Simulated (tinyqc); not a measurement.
# Barrier and mass from two Fowler-Nordheim currents

Question. Fowler-Nordheim tunnelling through a dielectric follows J = A F^2 exp(-B/F), A = q^2 me/(16 pi^2 hbar m1 phi1) (A/V^2 with phi1 in volts), B = (4/3) sqrt(m1/C) phi1^1.5 (V/nm), C = hbar^2/(2 m0). Find B, A, phi1 and m1.

Inputs (values chosen for the exercise):
- me = 1 m0 (emitter mass in the supply function)

Constants: q = 1.602176634e-19 C, hbar = 1.054571817e-34 J s, m0 = 9.1093837015e-31 kg, hbar^2/(2 m0) = 0.0380998212 eV nm^2. Results are converted to the units shown.

J at F = 0.63 and 1.28 V/nm (A/cm^2): 33135.533  1.1751088e7

Answer. The slope of ln(J/F^2) against 1/F is -B and the intercept gives A. A fixes the product m1 phi1, and B = (4/3) phi1 sqrt(m1 phi1/C) then gives phi1.

B = 5.52 V/nm
A = 5.37e-6 A/V^2
phi1 = 1.51 eV
m1 = 0.190 m0

Computed by the program tinyqc: `OMP_NUM_THREADS=1 python tinyqc.py 2540174 2540175 out.jsonl`, one thread of a shared Intel Xeon 2.30GHz, about 0.03 s for the whole run.
